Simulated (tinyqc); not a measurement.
# Series resistance and length offset from two lengths at two overdrives

Inverse problem. In strong inversion R W = Rsd + k(x)(L - dL), k(x) = (1 + th1 x)/(mu0 Cox x), x the overdrive, Cox = eps0 eox/tox, with Rsd and dL independent of x. Find dL, Rsd, mu0 and th1.

Values chosen for this exercise: relative permittivity of the gate insulator (close to zirconium oxide) eox = 25.3; insulator thickness tox = 3.3 nm.

Constants: eps0 = 8.8541878128e-14 F/cm where lengths are in cm. Results are converted to the units shown.

total resistance times width (ohm um):
```
,L = 0.099 um,L = 0.69 um
overdrive 0.41 V,670.593104,3186.72466
overdrive 1.02 V,514.318720,1875.97326
```

Answer. At each overdrive R W is a straight line in L; the two lines cross at L = dL, R W = Rsd. Their slopes give k x = (1 + th1 x)/(mu0 Cox), a straight line in x.

dL = 0.0190 um
Rsd = 330 ohm um
mu0 = 110 cm^2/(V s)
th1 = 0.740 1/V

Program tinyqc, `OMP_NUM_THREADS=1 python tinyqc.py 2210149 2210150 out.jsonl`; Intel Xeon 2.30GHz, shared host, one thread, about 0.01 s.
